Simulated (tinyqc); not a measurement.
Hydrogenic donor in a hard-walled well (variational), step by step. Values are carried at full precision from step to step, so a last printed digit may differ when a step is redone from the rounded ones.

Constants: Ry = 13.60569312 eV; a0 (Bohr radius) = 0.5291772105 angstrom; hbar^2/2m0 = 3.80998211 eV angstrom^2; e^2/(4 pi eps0) = 14.39964547 eV angstrom.

Values chosen for the exercise (near those of GaN; shifted at random, so the results belong to these values and not to a real crystal):

| symbol | value | unit | meaning |
|---|---|---|---|
| m | 0.193 | m0 | mass |
| eps | 9.2 |  | dielectric constant |
| L | 14 | angstrom | well width |
| zi | 0 | angstrom | position of the donor from the centre |
| lam | 15 | angstrom | trial length |
| lams | (10, 13, 15, 18, 22, 26, 32) | angstrom | trial lengths |

## Bulk donor

Ry* = Ry m/eps^2, a* = a0 eps/m, and the subband energy c (pi/L)^2/m with c = hbar^2/2m0.

Ry* = 31.024 meV
a* = 25.23 angstrom
subband energy = 994.05 meV

## One trial length

Trial function cos(pi z/L) exp(-r/lam), r measured from the donor at zi, walls at +/- L/2, one eps everywhere. Counted from the lowest subband, E(lam) = c/(m lam^2) - (q/eps) I0/I1, with I0 the integral of cos^2(pi z/L) exp(-2|z - zi|/lam) over the well and I1 the same with the factor (|z - zi| + lam/2); c = hbar^2/2m0, q = e^2/(4 pi eps0). The binding energy is -E at the minimum.

Evaluate I0, I1 and both terms.

I0 = 5.398 angstrom
I1 = 50.3 angstrom^2
kinetic term = 87.737 meV
Coulomb term = -167.905 meV
E = -80.168 meV

## Scan and minimum

E for each trial length, then the minimum.

Scan:

| lam (angstrom) | kinetic (meV) | Coulomb (meV) | E (meV) |
|---|---|---|---|
| 10 | 197.408 | -233.448 | -36.040 |
| 13 | 116.810 | -188.921 | -72.111 |
| 15 | 87.737 | -167.905 | -80.168 |
| 18 | 60.929 | -144.087 | -83.158 |
| 22 | 40.787 | -121.324 | -80.537 |
| 26 | 29.202 | -104.851 | -75.649 |
| 32 | 19.278 | -87.169 | -67.891 |

best lam = 18.0 angstrom
binding energy = 83.16 meV
in Ry* = 2.680

At L = 0.56 a* this donor is bound more strongly than in the bulk.

## Checks

- Binding at the centre of a very wide well (200 a*) against Ry*, meV: 31.03 against 31.02.
- Binding in a very thin well (a*/2000) against 4 Ry*, meV: 124.0 against 124.1.

(tinyqc, `OMP_NUM_THREADS=1 python tinyqc.py 1250568 1250569 out.jsonl`, Intel(R) Xeon(R) Processor @ 2.30GHz, 1 thread, shared host, about 0.02 s.)
